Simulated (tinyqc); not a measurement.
# Partial widths from the peak

Problem. A Breit-Wigner resonance has total width G = GL + GR and peak transmission Tp = 4 GL GR/G^2. GL is known to be the larger. Find GL, GR and the lifetime hbar/G.

Constants: q = 1.602176634e-19 C, hbar = 1.054571817e-34 J s. Results are converted to the units shown.

G = 6.1010719 meV
Tp = 0.89332525

Solution. GL and GR have the sum G and the product Tp G^2/4, so they are (G/2)(1 +/- sqrt(1 - Tp)).

GL = 4.05 meV
GR = 2.05 meV
lifetime = 108 fs

Program tinyqc, `OMP_NUM_THREADS=1 python tinyqc.py 2600138 2600139 out.jsonl`; Intel Xeon 2.30GHz, shared host, one thread, about 0.3 s.
